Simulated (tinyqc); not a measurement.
A run and its error bars: classical Heisenberg spin chain: exact results, Metropolis, heat-bath and over-relaxation steps, and a Monte Carlo run. Computed by tinyqc, a small Python program. Command: `OMP_NUM_THREADS=1 python tinyqc.py 3130535 3130536 out.jsonl heismc walk`. One thread of a shared host (Intel(R) Xeon(R) Processor @ 2.30GHz), about 0.2 s of CPU time with the checks.

E = -J sum_i s_i . s_(i+1) for unit vectors s_i on an open chain; K = J/(k_B T).

Inputs (values chosen for the exercise, for a model chain of large moments): coupling J = -17 meV; temperature T = 161 K; moment mu = 4.7 mu_B; length N of the open chain = 8; seed = 880329.

Update: Metropolis.

Constants: k_B = 8.617333262e-05 eV/K; mu_B = 5.7883818060e-05 eV/T.

Method:
- Each bond angle is independent, so u = <s_i . s_(i+1)> = coth K - 1/K, <s_i . s_(i+n)> = u^n, correlation length xi = -1/ln|u|, energy per bond -J u, heat capacity per bond c/k_B = 1 - K^2/sinh^2 K, and for the long chain chi = mu^2 (1 + u)/(3 k_B T (1 - u)) per spin.
- For N spins, <|sum s|^2>/N = (1 + u)/(1 - u) - 2 u (1 - u^N)/(N (1 - u)^2); the long chain has (1 + u)/(1 - u), chi over the Curie value, and the difference is relative to it.
- From the ordered state (alternating for J < 0), with trial spins uniform on the sphere, 200 sweeps are discarded and 1600 recorded (even and odd sites in turn; random numbers not printed, so these rows are one sample). Errors are the scatter of block means over sqrt(number of blocks).

K = -1.22532

u = -0.372642

<|sum s|^2>/N = 0.506470

Blocking:
```
block length  mean bond product      error  <|sum s|^2>/N     error
1                      -0.36948  0.0048417        0.50833  0.010467
4                      -0.36948  0.0066601        0.50833  0.011637
16                     -0.36948  0.0078341        0.50833  0.012041
40                     -0.36948  0.0070429        0.50833  0.011717
80                     -0.36948  0.0064736        0.50833  0.012047
```

What does the comparison show, and why?

With blocks of 40 the bond product is 0.4 error bars from the exact u = -0.3726, and <|sum s|^2>/N is 0.2 from the exact 0.506. Blocking to 40 changes the two errors by factors 1.5 and 1.1. 55 % of the trial spins are accepted.
